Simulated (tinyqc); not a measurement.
Stacked nanosheet transistor, parasitic resistance, capacitance and delay: one step of the calculation.

Ns sheets share one contact on top; each has perimeter p = 2 (Ws + ts) and cross-section A = Ws ts; contact width Wc = Ws + 10 nm, stack height Hs = Ns pv. Sheet 1 is the top one. Contact length Lc = CPP - Lg - 2 Lsp, shared by two neighbouring gates. Source and drain sides are equal. The formulas are first-order estimates, not field solutions.

Problem. Effective current, delay and energy. Ieff = (IH + IL)/2, delay CL Vdd/(2 Ieff), energy CL Vdd^2, with CL the load of an inverter that drives an equal one.

Parameters, values chosen for the exercise:
- Vdd = 0.8 V (supply voltage)

IH = I(Vdd, Vdd/2) = 212.55158 uA
IL = I(Vdd/2, Vdd), solved likewise = 89.208229 uA
CL = 612.50645 aF

Give: Ieff; delay; energy.

Solution.

Ieff = 150.88 uA
delay = 1.6238 ps
energy = 392.00 aJ

Computed by the program tinyqc: `OMP_NUM_THREADS=1 python tinyqc.py 2170080 2170081 out.jsonl`, one thread of a shared Intel Xeon 2.30GHz, about 0.06 s for the whole run.
